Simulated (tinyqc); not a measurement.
Worked calculation: CISD on RHF in the sto-6g basis, for H4, spin multiplicity 1. One step of it, computed by the program tinyqc.

Question. CISD: roots. Diagonalise (each vector has its largest component positive (the first on a tie)); all determinants have Ms = 0, so triplets appear too. The lowest singlet root is the correlation energy. The Davidson correction is (1 - c0^2) E_corr, c0 the coefficient of the reference.

Occupation strings over the orbitals (2 doubly, a alpha, b beta, 0 empty; spin orbitals ordered 1a 1b 2a 2b ...): 2200 aabb 2020 abab 2002 abba baab 0220 baba 0202 bbaa

H - E(HF) between determinants (hartree), lower triangle:
```
,2200,aabb,2020,abab,2002,abba,baab,0220,baba,0202,bbaa
2200,0.000000
aabb,-0.020857,0.931588
2020,0.093415,0.091133,0.822324
abab,-0.091133,-0.093415,0.089585,1.082207
2002,0.119600,-0.111990,0.197202,0.180718,1.135190
abba,0.111990,-0.119600,-0.180718,-0.197202,-0.068728,1.126473
baab,0.111990,-0.107009,-0.180718,-0.180025,-0.068728,0.000000,1.126473
0220,0.107009,-0.111990,0.180025,0.180718,0.000000,-0.068728,-0.068728,1.119355
baba,-0.091133,-0.088927,0.089585,0.000000,0.180718,-0.180025,-0.197202,0.180718,1.082207
0202,0.088927,0.091133,0.000000,0.089585,0.180025,-0.180718,-0.180718,0.197202,0.089585,1.358395
bbaa,-0.020857,0.000000,0.091133,-0.088927,-0.111990,-0.107009,-0.119600,-0.111990,-0.093415,0.091133,0.931588
```

Give: lowest roots of this matrix, relative to E(HF); lowest vectors; <S^2> of these roots; weight of the ground state by excitation level 0, 1, 2, ...; Davidson correction.

Answer.

lowest roots of this matrix, relative to E(HF) (hartree): -0.0813  0.4800  0.5226  0.9242  0.9306  1.0768  1.1270  1.1329

lowest vectors:
```
,root 1,root 2,root 3,root 4
2200,0.9625,0.0318,0.0000,0.2144
aabb,0.0094,-0.2583,0.4082,0.1912
2020,-0.1182,0.6509,0.0000,0.6380
abab,0.0895,0.1169,0.4082,-0.3261
2002,-0.1010,-0.3946,0.0000,0.2610
abba,-0.0989,0.1414,0.4082,0.1349
baab,-0.0989,0.1414,0.4082,0.1349
0220,-0.0929,-0.3931,0.0000,0.3656
baba,0.0895,0.1169,0.4082,-0.3261
0202,-0.0713,0.2538,0.0000,-0.1516
bbaa,0.0094,-0.2583,0.4082,0.1912
```

<S^2> of these roots: 0.0000  0.0000  6.0000  0.0000  2.0000  2.0000  0.0000  2.0000

weight of the ground state by excitation level 0, 1, 2, ...: 0.9264  0.0000  0.0736

Davidson correction = -0.005985 hartree
